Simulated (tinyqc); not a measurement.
Worked calculation: RKS/exchange-only LDA in the 6-31g basis, for He, spin multiplicity 1. One step of it, computed by the program tinyqc.

Question. Iteration 1: building the Kohn-Sham matrix. J_ij = sum D_kl (ij|kl); F = H + J + V_xc; E = tr D H + tr D J / 2 + E_xc + E_nn.

D at the start:
```
          1He 1s    1He 2s
1He 1s  1.193605  0.482210
1He 2s  0.482210  0.194810
```

core Hamiltonian H = T + V (hartree):
```
           1He 1s     1He 2s
1He 1s  -1.879626  -1.546409
1He 2s  -1.546409  -1.295190
```

Two-electron integrals (ij|kl) in chemists' order, unique and non-zero (hartree):
```
(11|11) 1.543936   (21|11) 0.785447   (21|21) 0.427025   (22|11) 0.803952
(22|21) 0.476190   (22|22) 0.615938
```

nuclear repulsion = 0 hartree

V_xc (hartree):
```
           1He 1s     1He 2s
1He 1s  -0.826546  -0.390318
1He 2s  -0.390318  -0.324900
```

E_xc = sum of w rho eps_xc = -1.06972095 hartree

Give: Coulomb J; Kohn-Sham matrix F; total energy of this density.

Answer.

Coulomb J (hartree):
```
        1He 1s  1He 2s
1He 1s  2.7570  1.4421
1He 2s  1.4421  1.5388
```

Kohn-Sham matrix F (hartree):
```
         1He 1s   1He 2s
1He 1s   0.0508  -0.4946
1He 2s  -0.4946  -0.0813
```

total energy of this density = -2.566299 hartree
